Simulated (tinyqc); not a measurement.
# Frequency dispersion of an accumulation capacitance by border traps, distributed model: what changes with what

Traps spread evenly through the insulator exchange electrons with the semiconductor by tunnelling, with tau(x) = t0 exp(2 ka x) at depth x from the interface. The admittance per area Y seen at depth x obeys dY/dx = -Y^2/(i w eps0 eox) + q Nb ln(1 + i w tau)/tau, with Y(0) = i w Cs and w = 2 pi f; the gate sees Y(tox) = G + i w C. Working variable y = Y/(i w), in uF/cm^2. Cox = eps0 eox/tox.

Values chosen for this exercise; permittivity close to that of hafnium oxide:
```
symbol   value         unit                                               meaning
eox       18.1                             relative permittivity of the insulator
tox        8.7           nm                                   insulator thickness
Cs        0.61      uF/cm^2             semiconductor capacitance in accumulation
Nb      6.8e18  cm^-3 eV^-1                               density of border traps
ka         5.2         1/nm  decay constant of the wave function in the insulator
t0       1e-10            s              time constant of a trap at the interface
f          100           Hz                                             frequency
```

Constants: q = 1.602176634e-19 C, eps0 = 8.8541878128e-14 F/cm where lengths are in cm. Results are converted to the units shown.

Each table varies one quantity; the others keep the values above.

## Capacitance and loss against frequency

Cox; trap-free value 1/(1/Cox + 1/Cs); response depth d = ln(1/(w t0))/(2 ka), where w tau = 1; lumped estimate: all traps within d act as C_bt = q Nb d placed at d/2, so C = 1/{1/[1/(1/Cs + d/(2 eps0 eox)) + C_bt] + (tox - d/2)/(eps0 eox)}. C and G from a fine integration; dispersion -d C/d log10 f over C, from f times and over 1.1. For a broad spread of time constants G/w is close to -(pi/2) dC/d ln w.

The same in every row: trap-free C (uF/cm^2) = 0.4583.

Capacitance and loss against frequency:
```
f (Hz)  d (nm)  C (uF/cm^2)  G/w (uF/cm^2)  dispersion (% a decade)  -(pi/2) dC/d ln w (uF/cm^2)  lumped C (uF/cm^2)
10       1.816       0.5760       0.009409                    2.394                     0.009407              0.5694
100      1.595       0.5622       0.009360                    2.440                     0.009359              0.5559
1000     1.373       0.5485       0.009321                    2.491                     0.009319              0.5423
10000    1.152       0.5349       0.009290                    2.546                     0.009289              0.5288
1e5     0.9303       0.5213       0.009268                    2.606                     0.009267              0.5152
1e6     0.7089       0.5077       0.009254                    2.672                     0.009254              0.5017
1e7     0.4875       0.4941       0.009235                    2.744                     0.009251              0.4881
```

What does the comparison show?

C falls from 0.5760 to 0.4941 uF/cm^2, towards the trap-free 0.4583; each decade of frequency removes ln 10/(2 ka) = 0.221 nm from the response depth. The dispersion rises from 2.39 to 2.74 % a decade and G/w falls from 0.00941 to 0.00923 uF/cm^2. G/w lies between 0.998 and 1.00 times -(pi/2) dC/d ln w, the relation for a broad spread of time constants.

## Effect of the decay constant of the wave function in the insulator

Same model as above.

The same in every row: trap-free C (uF/cm^2) = 0.4583.

Effect of the decay constant of the wave function in the insulator:
```
ka (1/nm)  d (nm)  C (uF/cm^2)  G/w (uF/cm^2)  dispersion (% a decade)  -(pi/2) dC/d ln w (uF/cm^2)  lumped C (uF/cm^2)
2.5         3.317       0.6791        0.02087                    4.502                      0.02085              0.6628
3.2         2.591       0.6288        0.01572                    3.663                      0.01571              0.6173
3.9         2.126       0.5974        0.01267                    3.108                      0.01267              0.5885
4.6         1.802       0.5759        0.01064                    2.707                      0.01063              0.5686
5.3         1.564       0.5602       0.009177                    2.401                     0.009176              0.5540
6           1.382       0.5482       0.008077                    2.159                     0.008076              0.5428
6.7         1.238       0.5388       0.007216                    1.963                     0.007215              0.5340
7.4         1.120       0.5312       0.006523                    1.800                     0.006523              0.5268
```

As ka goes from 2.5 to 7.4, C falls from 0.679 to 0.531 uF/cm^2, the dispersion falls from 4.50 to 1.80 % a decade and G/w falls from 0.0209 to 0.00652 uF/cm^2. The lumped estimate is 2.4 % below C in the first row and 0.81 % below it in the last.

Numbers from tinyqc (`OMP_NUM_THREADS=1 python tinyqc.py 2202010 2202011 out.jsonl`; about 0.5 s on one thread of a shared Intel Xeon 2.30GHz).
